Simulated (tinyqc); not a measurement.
Electron mobility in a silicon inversion layer, empirical terms and Matthiessen rule: two steps of the calculation.

Inversion layer of sheet density Ns on a uniformly doped body. The mobility terms are empirical power laws with prefactors chosen for the exercise; adding their inverses (Matthiessen) is itself an approximation.

Parameters, values chosen for the exercise; material values close to those of silicon:
- T = 400 K (temperature)
- Eg = 1.1 eV (band gap)
- eps_r = 11.6 (relative permittivity of the semiconductor)
- Nc = 4.25e19 cm^-3 (conduction-band density of states at T)
- Nv = 4.08e19 cm^-3 (valence-band density of states at T)
- Nb = 3.7e17 cm^-3 (body doping)
- Vsb = 0.3 V (reverse body bias)
- eta = 0.5 (weight of the inversion charge in the effective field)
- Ap = 411 cm^2/(V s) (phonon-limited mobility at 1 MV/cm and 300 K)
- As = 949 cm^2/(V s) (roughness-limited mobility at 1 MV/cm)
- gs = 2 (exponent of the roughness term)
- Ac = 3700 cm^2/(V s) (Coulomb prefactor)
- Nit = 6.6e11 cm^-2 (charge at the interface)
- Ns = 5.9e11 cm^-2 (inversion density)
- WL = 1 (ratio W/L)
- Vd = 0.01 V (drain voltage)
- I = 0.142 uA (measured linear current)

Constants: q = 1.602176634e-19 C, kB = 1.380649e-23 J/K, Vt = kB T/q, eps0 = 8.8541878128e-14 F/cm where lengths are in cm. Results are converted to the units shown.

Task 1. Depletion charge and effective field. ni = sqrt(Nc Nv) exp(-Eg/(2 Vt)), Eg in volts; Ndep = sqrt(2 eps0 eps_r Nb (2 Vt ln(Nb/ni) + Vsb)/q); E = q (Ndep + eta Ns)/(eps0 eps_r), in MV/cm.

Find: ni; Ndep; E.

Result 1.

ni = 4.8959e12 cm^-3
Ndep = 2.2576e12 cm^-2
E = 0.39818 MV/cm

The depletion charge gives 88.4 % of the field.

Task 2. Inversion density for the measured current. I = (W/L) q Ns mu Vd. E = q (Ndep + eta Ns)/(eps0 eps_r) in MV/cm. With t = T/(300 K): muC = Ac (Ns/1e12 cm^-2) t/(Nb/1e17 cm^-3 + Nit/1e11 cm^-2), muP = Ap E^(-1/3) t^(-1.75), muS = As E^(-gs); 1/mu is the sum of the inverses. Ns(new) = I/((W/L) q mu Vd).

Ns after iteration 1 = 7.2445246e11 cm^-2
Ndep = 2.2575779e12 cm^-2

Wanted: E; mu; Ns after iteration 2.

Result 2.

E = 0.40867 MV/cm
mu = 165.42 cm^2/(V s)
Ns after iteration 2 = 5.3577e11 cm^-2

Program tinyqc, `OMP_NUM_THREADS=1 python tinyqc.py 2510067 2510068 out.jsonl`; Intel Xeon 2.30GHz, shared host, one thread, about 0.01 s.
